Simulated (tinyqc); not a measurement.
What moves the results: two electrons on one impurity (helium-like model). A value that a table varies takes the place of the one given here.

Units Ha* = 2 Ry m/eps^2 and a* = a0 eps/m. One electron is bound by Z^2/2. Two electrons in the singlet built from exp(-a r) and exp(-b r): S = 8 (ab)^(3/2)/(a + b)^3, h_aa = a^2/2 - Z a, h_bb alike, h_ab = S (ab/2 - Z (a + b)/2), J = ab (a^2 + 3ab + b^2)/(a + b)^3, K = 20 (ab)^3/(a + b)^5, E = (h_aa + h_bb + 2 S h_ab + J + K)/(1 + S^2). For a = b this is a^2 - 2 Z a + 5a/8. Real double donors are deeper, since the central cell is left out.

Constants: e^2/(4 pi eps0) = 14.39964547 eV angstrom.

Parameters, chosen for this exercise (near those of impurities in 3C SiC; shifted at random, so the results belong to these values and not to a real crystal): m = 0.346 m0 (one mean mass); eps = 9.5 (dielectric constant); Zs = (0.99, 1.04, 1.19, 1.48, 2.07, 2.88, 3.53) (charges); a_lat = 4.36 angstrom (lattice constant); Eg = 2.377 eV (gap); ED = 55.9 meV (donor binding); EA = 266.1 meV (acceptor binding); W0 = 17 x 1e7/s (rate at zero distance); kind = opposite (sublattices of donor and acceptor); shells = (53, 85, 107, 175, 178, 474, 554) (shell numbers).

## Effective charge

Ha* = 104.3229 meV

Binding of the first electron, of the second (-E - Z^2/2) with equal and with unequal orbitals, and U, the first less the second (unequal).

Results (meV):
```
Z     first  second, equal  second, unequal   a/b      U  U/(Z Ha*)
0.99   51.1          -3.24             1.06  3.79   50.1      0.485
1.04   56.4          -1.20             2.84  3.32   53.6      0.494
1.19   73.9           6.46            10.07  2.67   63.8      0.514
1.48  114.3          27.94            31.15  2.18   83.1      0.538
2.07  223.5          98.73           101.63  1.81  121.9      0.564
2.88  432.6         255.05           257.79  1.60  174.9      0.582
3.53  650.0         430.00           432.68  1.52  217.3      0.590
```

Equal orbitals bind a second electron only above Z = (5/16)/(1 - 1/sqrt2) = 1.067; unequal ones do so in 7 of the 7 rows. Their gain is 4.30 meV in the first row and 2.67 in the last, while the second binding grows to 433 meV, so the gain decides the matter only near Z = 1. U grows almost linearly with Z: U/(Z Ha*) goes from 0.485 to 0.590, towards 5/8, while the first binding grows as Z^2. Angular correlation is left out: at Z = 1 this function binds the second electron by 0.0133 Ha*, half the exact 0.0278.

## Pair lines (donor-acceptor pair recombination)

h nu = Eg - ED - EA + q/(eps R), q = e^2/(4 pi eps0); shell j lies at R = a_lat sqrt(j/2) for the same sublattice and a_lat sqrt(j/2 - 5/16) for opposite ones (on the same sublattice shells 14, 30, 46, 56, 62, ... are empty, where 2j has the form 4^a (8b + 7)); rate W = W0 exp(-2R/aD) with the donor radius aD = q/(2 eps ED). Polarisation and overlap terms, which matter for close pairs, are left out.

Energy, rate and lifetime for each shell.

Lines:
```
shell  R (angstrom)  Coulomb (meV)  h nu (eV)  step to the next shell (meV)  1/W (microsecond)
53            22.31           67.9     2.1229                          0.64              0.158
85            28.32           53.5     2.1085                          0.31              0.384
107           31.80           47.7     2.1027                          0.22              0.641
175           40.71           37.2     2.0922                          0.11               2.39
178           41.06           36.9     2.0919                          0.10               2.51
474           67.08           22.6     2.0776                         0.024                117
554           72.52           20.9     2.0759                         0.019                261
```

limit for distant pairs = 2.0550 eV
aD = 13.6 angstrom

The lines crowd together, on average as R^-3: the step falls from 0.64 to 0.019 meV, so distant pairs merge into a band. Close pairs emit higher and 1.65e+03 times faster over this table, so the band shifts to lower energy with delay and to higher energy with stronger pumping. All these lines lie below Eg, and R/aD runs from 1.6 up.

tinyqc: `OMP_NUM_THREADS=1 python tinyqc.py 1252484 1252485 out.jsonl`; about 0.03 s, one thread, shared Intel(R) Xeon(R) Processor @ 2.30GHz.
